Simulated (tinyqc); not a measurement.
MOSFET in the linear regime without short-channel effects, parameter extraction from computed curves: two steps of the calculation.

Inversion charge Q = Cox n Vt W0(exp((Vg - VT)/(n Vt))), W0 the Lambert function and n = nf; u = Q/Cox; mobility mu = mu0/(1 + th1 u + th2 u^2); channel resistance Rch = (L - dL)/(W mu Q); Id = Vd/(Rch + Rsd/W). Cox = eps0 eox/tox. Small Vd, no channel-length or drain effects.

Values chosen for this exercise; channel values of the order met in silicon transistors:
```
symbol,value,unit,meaning
T,77,K,temperature
eox,7.68,,relative permittivity of the gate insulator (close to silicon nitride)
tox,10,nm,insulator thickness
mu0,81,cm^2/(V s),low-field mobility
th1,0.46,1/V,first mobility attenuation factor
th2,0.13,1/V^2,second mobility attenuation factor
VT,0.55,V,threshold voltage
nf,1.08,,body factor
W,10,um,gate width
L,0.12,um,drawn gate length
dL,0.002,um,drawn less effective length
Rsd,80,ohm um,source plus drain resistance
Vd,0.05,V,drain voltage
```

Constants: q = 1.602176634e-19 C, kB = 1.380649e-23 J/K, Vt = kB T/q, eps0 = 8.8541878128e-14 F/cm where lengths are in cm. Results are converted to the units shown.

Problem 1. Transfer curve. u, mu, Rch and Id as defined.

Vg, point 0 to 8 (V): 0.25  0.4  0.55  0.7  0.85  1  1.15  1.3  1.45

Give: u; mu; Rch; Id.

Solution 1.

```
point      u (V)  mu (cm^2/(V s))  Rch (ohm)    Id (uA)
0      4.724e-21            81.00   4.535e22  1.102e-18
1      5.818e-12            81.00   3.682e13   1.358e-9
2       0.004064            80.85    5.281e4     0.9466
3         0.1293            76.30       1759      28.29
4         0.2739            71.32      888.4      55.78
5         0.4208            66.58      619.4      79.70
6         0.5687            62.13      491.1      100.2
7         0.7170            58.00      417.3      117.6
8         0.8656            54.16      370.1      132.2
```

Problem 2. The Y function. Y_i = Id_i/sqrt(gm_i). For Id = beta Vd x/(1 + th x), x = Vg - VT, Y = sqrt(beta Vd) x whatever th. Slope s from points 4 and 7; VT_Y = Vg - Y/s at point 7; beta = s^2/Vd; mobility beta L/(W Cox) with the drawn L; th* = (beta Vd x/Id - 1)/x at point 7.

```
point  Vg (V)        Id (uA)
0        0.25  1.1024334e-18
1         0.4   1.3578798e-9
2        0.55     0.94664085
3         0.7      28.290420
4        0.85      55.781175
5           1      79.699000
6        1.15      100.17612
7         1.3      117.56150
8        1.45      132.22617
```

gm, point 1 to 7 (uS): 3.1554695  94.301398  182.78178  171.36193  147.98316  126.20833  106.83348

Wanted: Y; s; VT_Y; beta; mobility from Y; th*.

Solution 2.

Y, point 1 to 7 (uA^0.5 V^0.5): 7.644e-10  0.09748  2.093  4.261  6.552  8.917  11.37
s = 15.81 uA^0.5 V^-0.5
VT_Y = 0.5804 V
beta = 4997 uA/V^2
mobility from Y = 88.18 cm^2/(V s)
th* = 0.7355 1/V

The mobility from Y is 7.0 % above mu0 L/(L - dL) = 82.4 cm^2/(V s), which it should reach in deep inversion when th2 = 0.

Program tinyqc, `OMP_NUM_THREADS=1 python tinyqc.py 2210171 2210172 out.jsonl`; Intel Xeon 2.30GHz, shared host, one thread, about 0.02 s.
